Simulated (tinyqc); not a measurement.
Transfer curve: field-effect mobility of a thin-film transistor with band-tail and deep states (multiple trapping). Computed by tinyqc, a small Python program. Command: `OMP_NUM_THREADS=1 python tinyqc.py 3020956 3020957 out.jsonl tft walk`. One thread of a shared host (Intel(R) Xeon(R) Processor @ 2.30GHz), about 0.06 s of CPU time with the checks.

A thick film in accumulation at small drain voltage. Only free electrons move; trapped ones still screen the gate. N_c and mu_0 are held fixed when T changes, leaving out the T^(3/2) growth of N_c. x = E_0 - psi is the distance of the Fermi level below the band edge.

Inputs (values chosen for the exercise, modelled on amorphous silicon):

| quantity | value | unit |
|---|---|---|
| permittivity eps | 11.8 | - |
| effective density of states N_c | 1.9e+20 | 1/cm^3 |
| band mobility mu_0 | 10 | cm^2/(V s) |
| tail density at the edge g_t | 1.4e+21 | 1/(eV cm^3) |
| tail width E_t | 39 | meV |
| deep-state density g_d | 2e+15 | 1/(eV cm^3) |
| flat-band Fermi level below the edge, E_0 | 0.6 | eV |
| equivalent oxide thickness t | 55 | nm |
| temperature T | 200 | K |

Deep states: included.

Constants: k_B = 8.617333262e-05 eV/K; e = 1.602176634e-19 C; eps_0 = 8.8541878128e-12 F/m.

Method:
- F_j(eta) = int_0^infinity x^j/(1 + exp(x - eta)) dx, without a gamma-function factor.
- Integrals over x = E/(k_B T) use 160 Gauss-Legendre points in u = sqrt(x) from 0 to sqrt(max(eta, 0) + 32).
- Free n(x) = N_c (2/sqrt(pi)) F_1/2(-x/k_B T), with F_1/2 from its two-term series in exp(-x/k_B T) for x >= 12 k_B T; tail n_t(x) = int_0^1.2eV g_t exp(-E/E_t)/(1 + exp((x - E)/k_B T)) dE, E counted down from the edge, 120 Gauss-Legendre points; deep charge g_d psi; space charge rho(psi) = n + n_t + g_d psi less its value at psi = 0.
- Poisson: F(psi) = sqrt((2 e/(eps eps_0)) int_0^psi rho dpsi'); V_G - V_FB = psi_s + eps F(psi_s) t/3.9; free sheet density N_f = int (n - n(E_0))/F dpsi; induced sheet density N_i = eps eps_0 F(psi_s)/e; trapezoid rule on 301 even points in psi, the first interval left out of N_f.
- mu_eff = mu_0 N_f/N_i; field-effect mobility mu_FE = mu_0 e (dN_f/dV_G)/C_ox and swing S = dV_G/dlog10(N_f), by a central difference of +/- 2 mV in psi_s; C_ox = 3.9 eps_0/t.

Against the band bending:

| psi_s (V) | V_G - V_FB (V) | N_f (1/cm^2) | mu_eff (cm^2/(V s)) | mu_FE (cm^2/(V s)) | S (mV/decade) |
|---|---|---|---|---|---|
| 0.21 | 0.332 | 8.1419e+04 | 1.6966e-05 | 4.1699e-05 | 1.1490e+02 |
| 0.30 | 0.652 | 5.3890e+06 | 3.9100e-04 | 1.1907e-03 | 2.6630e+02 |
| 0.37 | 1.214 | 1.3191e+08 | 3.9874e-03 | 1.3096e-02 | 5.9268e+02 |
| 0.43 | 2.245 | 2.0038e+09 | 2.8180e-02 | 9.5438e-02 | 1.2354e+03 |
| 0.48 | 3.943 | 1.9177e+10 | 1.4131e-01 | 4.7695e-01 | 2.3658e+03 |
| 0.53 | 7.323 | 1.7997e+11 | 6.7610e-01 | 2.1034e+00 | 5.0338e+03 |
| 0.57 | 13.019 | 1.0134e+12 | 2.0773e+00 | 5.2157e+00 | 1.1427e+04 |
| 0.61 | 25.829 | 4.5645e+12 | 4.6187e+00 | 8.2364e+00 | 3.2566e+04 |
| 0.66 | 58.010 | 1.6014e+13 | 7.1256e+00 | 9.4874e+00 | 9.9162e+04 |

What follows from these numbers?

The steepest swing among the rows is 115 mV/decade. mu_eff climbs from 1.7e-5 to 7.1, 71 % of mu_0 in the last row. Between rows 6 and 7 N_f scales as (V_G - V_FB - psi_s)^2.85; an exponential tail holding all the charge would give the larger of 1 and 2 E_t/k_B T - 1, here 3.53, and free charge alone 1; charge in deep states makes the exponent larger and lets it vary with V_G. The last row needs an oxide field above 5 MV/cm, near or beyond breakdown.
